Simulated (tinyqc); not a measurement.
# Electron continuity equation in a given potential, Scharfetter-Gummel discretisation, step by step

Computed by the program tinyqc: `OMP_NUM_THREADS=1 python tinyqc.py 2220146 2220147 out.jsonl`, one thread of a shared Intel Xeon 2.30GHz, about 0.01 s for the whole run. Printed values are rounded.

Steady state in one dimension: J = q mu n E + q D dn/dx with E = -dpsi/dx and D = mu Vt, dJ/dx = 0, fixed densities nL and nR at the ends. The potential is given, psi = U x/L, and is not changed by the electrons.

Values chosen for this exercise; mobility close to that of indium arsenide at room temperature: temperature T = 400 K; electron mobility mu = 29600 cm^2/(V s); length of the region L = 13 um; density at x = 0 nL = 1.6e15 cm^-3; density at x = L nR = 2.7e15 cm^-3; potential difference psi(L) - psi(0) U = -0.1 V.

Constants: q = 1.602176634e-19 C, kB = 1.380649e-23 J/K, Vt = kB T/q. Results are converted to the units shown.

## Potential on the mesh

10 equal intervals, h = L/10; psi = U x/L.

psi, node 0 to 10 (V): 0.000000  -0.010000  -0.020000  -0.030000  -0.040000  -0.050000  -0.060000  -0.070000  -0.080000  -0.090000  -0.100000

## Bernoulli factors

d_i = (psi_(i+1) - psi_i)/Vt; B(d) = d/(exp(d) - 1), B(0) = 1. The flux on interval i is J_i = (q D/h) [n_(i+1) B(d_i) - n_i B(-d_i)].

```
interval        d_i   B(d_i)   B(-d_i)
0         -0.290113  1.15206  0.861947
1         -0.290113  1.15206  0.861947
2         -0.290113  1.15206  0.861947
3         -0.290113  1.15206  0.861947
4         -0.290113  1.15206  0.861947
5         -0.290113  1.15206  0.861947
6         -0.290113  1.15206  0.861947
7         -0.290113  1.15206  0.861947
8         -0.290113  1.15206  0.861947
9         -0.290113  1.15206  0.861947
```

The largest |d_i| is 0.290, below 2, so central differences would also keep densities positive.

## Tridiagonal system for the inner nodes

Row i (1 to 9): B(-d_(i-1)) n_(i-1) + b_i n_i + B(d_i) n_(i+1) = f_i with b_i = -B(-d_i) - B(d_(i-1)) and f_i = 0; the known end values are moved to the right: f_1 loses B(-d_0) nL and f_9 loses B(d_9) nR. h = L/10, D = mu Vt.

```
node  diagonal b  right side f (cm^-3)
1       -2.01401           -1.37912e15
2       -2.01401                     0
3       -2.01401                     0
4       -2.01401                     0
5       -2.01401                     0
6       -2.01401                     0
7       -2.01401                     0
8       -2.01401                     0
9       -2.01401           -3.11056e15
```

## Densities and current

B(d) = d/(exp(d) - 1) with d_i = (psi_(i+1) - psi_i)/Vt; b and f are the diagonal and right side of the balance equations. Solve B(-d_(i-1)) n_(i-1) + b_i n_i + B(d_i) n_(i+1) = f_i (end values already in f), then J_i = (q D/h) [n_(i+1) B(d_i) - n_i B(-d_i)], h = L/10, D = mu Vt.

n, node 0 to 10 (cm^-3): 1.6e15  1.89311e15  2.11241e15  2.27649e15  2.39925e15  2.49109e15  2.55981e15  2.61122e15  2.64969e15  2.67847e15  2.7e15
J, interval 0 to 9 (A/cm^2): 1008.31  1008.31  1008.31  1008.31  1008.31  1008.31  1008.31  1008.31  1008.31  1008.31

Without sources J is the same on every interval. A mesh 200 times finer gives the same densities: for a potential that is linear on each interval and no sources the scheme is exact.
